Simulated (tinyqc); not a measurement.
Metal gate on a two-layer dielectric stack with fixed charge and a dipole: two steps of the calculation.

Gate, layer 2, layer 1, p-type semiconductor; x runs from the gate inwards. Charges are counted in units of +q. psi is the band bending at the surface, positive towards inversion. Classical charge, Boltzmann statistics, no interface traps.

Parameters, values chosen for the exercise; band and dielectric values close to those of silicon, layer 1 close to silicon dioxide, layer 2 close to zirconium oxide:

| symbol | value | unit | meaning |
|---|---|---|---|
| T | 300 | K | temperature |
| Eg | 1.11 | eV | band gap |
| eps_r | 11.6 |  | relative permittivity |
| Nc | 2.8e19 | cm^-3 | conduction-band density of states at T |
| Nv | 2.64e19 | cm^-3 | valence-band density of states at T |
| chi | 4.01 | eV | electron affinity |
| Na | 4.6e16 | cm^-3 | acceptor density |
| pM | 4.23 | eV | work function of the gate metal |
| t1 | 0.5 | nm | thickness of layer 1, next to the semiconductor |
| e1 | 3.88 |  | relative permittivity of layer 1 |
| t2 | 4.6 | nm | thickness of layer 2, next to the gate |
| e2 | 25.7 |  | relative permittivity of layer 2 |
| Q1 | 3.4e11 | cm^-2 | fixed charge at the semiconductor interface |
| Q2 | 3.8e12 | cm^-2 | fixed charge between the layers |
| r1 | 0 | cm^-3 | uniform charge density in layer 1 |
| r2 | 5e18 | cm^-3 | uniform charge density in layer 2 |
| Vd | 0.31 | V | flat-band shift by a dipole layer between the layers |
| ps | 0.642 | V | band bending psi of the working point |

Constants: q = 1.602176634e-19 C, kB = 1.380649e-23 J/K, Vt = kB T/q, eps0 = 8.8541878128e-14 F/cm where lengths are in cm. Results are converted to the units shown.

Question 1. Charge in the semiconductor. ni = sqrt(Nc Nv) exp(-Eg/(2 Vt)), Eg in volts. Qs = -sign(psi) sqrt(2 q eps0 eps_r Na Vt [exp(-u) + u - 1 + (ni/Na)^2 (exp(u) - u - 1)]), u = psi/Vt.

Give: Qs.

Answer 1.

Qs = -0.09659 uC/cm^2

The surface is depleted or weakly inverted.

Question 2. Fields and voltage drops. EOT = 3.9 (t1/e1 + t2/e2), Cox = eps0/(t1/e1 + t2/e2); phi_ms = pM - (chi + Eg - Vt ln(Nv/Na)).

Gauss: D = -Qs just inside the semiconductor; going towards the gate subtract q Q1, then q r1 t1, q Q2 and q r2 t2. Field = D/(eps0 e); the drop over a layer is its mean field times its thickness; Vg = phi_ms + Vd + psi + both drops.

Qs = -0.096591457 uC/cm^2

Find: D; field; drop over layer 2; drop over layer 1; Vg.

Answer 2.

```
place	D (uC/cm^2)	field (MV/cm)
layer 2, gate side	-0.93521	-0.41099
layer 2, inner side	-0.56671	-0.24905
layer 1, outer side	0.04212	0.12260
layer 1, semiconductor side	0.04212	0.12260
semiconductor surface	0.09659	0.09404
```

drop over layer 2 = -0.15181 V
drop over layer 1 = 0.0061299 V
Vg = 0.080547 V

The same Vg follows from Vfb + psi - Qs/Cox. The largest field, 0.411 MV/cm in size, is at: layer 2, gate side.

tinyqc, about 0.01 s, one thread, Intel Xeon 2.30GHz (shared host): `OMP_NUM_THREADS=1 python tinyqc.py 2010128 2010129 out.jsonl`
